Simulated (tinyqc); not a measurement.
Photoconductance decay in a wafer: bulk and surface recombination modes, and iron detection by pair splitting: one step, computed by the program tinyqc.

Both faces of the wafer have the same S; injection is low and all coefficients are constant. x runs from -W/2 to W/2.

Problem. Weights of the modes. Even modes cos(a x) obey b tan b = S W/(2 D) with b = a W/2, odd modes sin(a x) obey -b cot b = S W/(2 D); each decays at the rate 1/tau_b + D a^2. Light from one face makes n(x, 0) proportional to exp(-alpha (x + W/2)). Only even modes carry the thickness average: weight c_n = [sin b/b] int n cos(a x) dx / (int cos^2(a x) dx x mean n), with int exp(-alpha (x + W/2)) cos(a x) dx = [alpha cos b (1 - E) + a sin b (1 + E)]/(alpha^2 + a^2), E = exp(-alpha W), and int cos^2 = W/2 + sin(2 b)/(2 a).

Inputs (values chosen for the exercise, modelled on p-type silicon):
```
quantity                          value        unit
thickness W                         725  micrometre
diffusivity D                      25.2      cm^2/s
surface recombination velocity S    510        cm/s
absorption coefficient alpha         17        1/cm
```

Give: weights c_0 to c_5.

Solution.

weights c_0 to c_5: 0.98655  0.01210  0.00101  0.00021  0.00007  0.00003
